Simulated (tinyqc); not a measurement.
Donors on two lattice sites with valley-orbit split states, step by step. Values are carried at full precision from step to step, so a last printed digit may differ when a step is redone from the rounded ones.

Each donor binds at most one electron, in any of its states. For a site s, W_s = sum over its states of g exp(E/kT), and the ionised share is 1/(1 + W_s exp(eta)), eta = (EF - Ec)/kT; n = Nc F_1/2(eta); neutrality n + NA = ND x (mean ionised share, the two sites in equal numbers); holes are neglected. Nc from N = 2 (m kB T/(4 pi c))^(3/2) with c = hbar^2/2m0, in 1/angstrom^3; times 1e24 for 1/cm^3, m = md. F_j(eta) = (1/Gamma(j + 1)) integral_0^infinity x^j dx/(1 + exp(x - eta)), which tends to exp(eta) for eta << 0.

Constants: hbar^2/2m0 = 3.80998211 eV angstrom^2; kB = 8.617333262e-05 eV/K.

Values chosen for the exercise (near those of nitrogen in 4H-SiC; not measured data): md = 0.82 m0 (density-of-states mass of the conduction band); E = (56.3, 48.5, 119, 74.3) meV (binding energies of h ground, h excited, k ground, k excited); g = (2, 4, 2, 4) (their degeneracies with spin); T = 250 K; ND = 3.3e+17 1/cm^3 (donors, half on each site); NA = 1.2e+17 1/cm^3 (compensating acceptors, all ionised); mu0 = 42 cm^2/(V s) (mobility at heavy doping); mu1 = 969 cm^2/(V s) (mobility at light doping and 300 K); Nr = 2e+17 1/cm^3 (reference doping); de = 0.61 (doping exponent); ga = 2.4 (temperature exponent).

## Partition sums of the neutral donor

Give each term g exp(E/kT), W_s, and the effective degeneracy W_s exp(-E_ground/kT).

Nc = 1.4175e+19 1/cm^3

terms: h ground 27.29, h excited 38.00, k ground 501.1, k excited 125.9

W_s: h 65.288, k 627.00

effective degeneracy: h 4.785, k 2.502

The ground state alone would give 2 and all states together 6 on each site; here the excited states hold 58 % and 20 % of the bound electrons on the h and k sites.

## Neutrality

Solve for eta.

eta = -5.511
n = 5.72e+16 1/cm^3

ionised share: h 0.791, k 0.283

n is 0.272 of ND - NA. The deeper k site is ionised 0.36 times as much as the h site.

## Mobility and resistivity

Mobility (Caughey-Thomas form): mu = mu0 + (mu1 (T/300)^(-ga) - mu0)/(1 + ((ND + NA)/Nr)^de); rho = 1/(e n mu), e = 1.602176634e-19 C.

Compare with full ionisation, n = ND - NA.

mu = 594.6 cm^2/(V s)
rho = 0.183 ohm cm
rho at full ionisation = 0.0500 ohm cm

Incomplete ionisation raises rho by a factor 3.67.

## Checks

- n + NA against ND times the mean ionised share (1/cm^3): both 1.772e+17.

Program tinyqc; command `OMP_NUM_THREADS=1 python tinyqc.py 1652140 1652141 out.jsonl`; about 0.02 s on one thread of a shared Intel(R) Xeon(R) Processor @ 2.30GHz.
